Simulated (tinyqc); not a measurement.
# Changing the interface-state density D

Model: Schottky barrier with interface states (Cowley-Sze model), image lowering and contact resistance. Computed by tinyqc, a small Python program. Command: `OMP_NUM_THREADS=1 python tinyqc.py 3030556 3030557 out.jsonl pinning sweep`. One thread of a shared host (Intel(R) Xeon(R) Processor @ 2.30GHz), about 0.03 s of CPU time with the checks.

An n-type semiconductor under a metal. The barrier lies between the Schottky-Mott limit phi_M - chi and the Bardeen limit E_g - E_n, E_n being the neutrality level of the interface states; the space-charge term of the full Cowley-Sze expression is left out.

Inputs (values chosen for the exercise, for a model semiconductor): gap E_g = 1.47 eV; electron affinity chi = 4.47 eV; metal work function phi_M = 5.15 eV; neutrality level E_n above the valence band = 0.7 eV; dipole layer thickness delta = 0.31 nm; dipole layer constant eps_i = 1; dielectric constant eps_s = 14.3; electron mass m_e = 0.065 m_0; valleys M_c = 1; donor density N = 3e+16 cm^-3; temperature T = 350 K; reverse bias V_r = 1.3 V.

Pinning factor from: interface states.

Constants: e = 1.602176634e-19 C; eps_0 = 8.8541878128e-12 F/m; k_B = 8.617333262e-05 eV/K; m_0 = 9.1093837015e-31 kg; k_B = 1.380649e-23 J/K; h = 6.62607015e-34 J s; hbar = 1.054571817e-34 J s.

Method:
- S = 1/(1 + e^2 D delta/(eps_i eps_0)); for D per eV, e^2 D is the number e x D in SI units, with 1 cm^-2 = 1e4 m^-2.
- phi_B = S (phi_M - chi) + (1 - S)(E_g - E_n); the hole barrier is E_g - phi_B.
- N_c = 2 M_c (2 pi m_e k_B T/h^2)^(3/2); xi = E_c - E_F solves N = N_c F_1/2(-xi/k_B T) (bisection; full ionisation).
- F_1/2(eta) = (2/sqrt(pi)) int_0^infinity sqrt(x)/(1 + exp(x - eta)) dx, by the trapezoid rule in t = sqrt(x) with step 0.02 up to t = 12 (for eta < -12 by exp(eta) - exp(2 eta)/2^(3/2)).
- V_bi = phi_B - xi; W = sqrt(2 eps_s eps_0 (V_bi + V_r - k_B T/e)/(e N)); field at the metal E_m = e N W/(eps_s eps_0); image lowering sqrt(e E_m/(4 pi eps_s eps_0)).
- A* = 4 pi e m_e M_c k_B^2/h^3 (a simple valley count); J_s = A* T^2 exp(-phi/k_B T).
- J_0 uses phi_B; the reverse current uses phi_B less the image lowering, times 1 - exp(-V_r/k_B T).
- E_00 = (e hbar/2) sqrt(N/(m_e eps_s eps_0)), E_0 = E_00 coth(E_00/k_B T); scaling form of the contact resistivity rho_c = (k_B/(e A* T)) exp(phi_B/E_0), which is the thermionic result when E_00 << k_B T and keeps only the leading exponential of tunnelling when E_00 >> k_B T; image lowering is left out of it.

One run for each value; columns: (1) interface-state density D (cm^-2 eV^-1); (2) pinning factor S; (3) barrier phi_B (eV); (4) J_0 (A/cm^2); (5) contact resistivity rho_c (ohm cm^2):
```
(1)          (2)     (3)        (4)   (5)
1.00e+11  0.9944  0.6805  1.521e-04   181
3.00e+11  0.9835  0.6815  1.472e-04   187
1.00e+12  0.9469  0.6848  1.320e-04   208
3.00e+12  0.8560  0.6930  1.006e-04   273
1.00e+13  0.6406  0.7123  5.291e-05   518
3.00e+13  0.3727  0.7365  2.379e-05  1148
1.00e+14  0.1513  0.7564  1.229e-05  2217
3.00e+14  0.0561  0.7650  9.248e-06  2943
1.00e+15  0.0175  0.7684  8.242e-06  3300
```

Over the rows, pinning factor S falls from 0.994 to 0.0175 (exponent d ln y / d ln x -0.010 between the first rows and -0.97 between the last); barrier phi_B (eV) rises from 0.681 to 0.768 (exponent d ln y / d ln x 0.0013 between the first rows and 0.0038 between the last); J_0 (A/cm^2) falls from 1.52e-4 to 8.24e-6 (exponent d ln y / d ln x -0.030 between the first rows and -0.096 between the last).
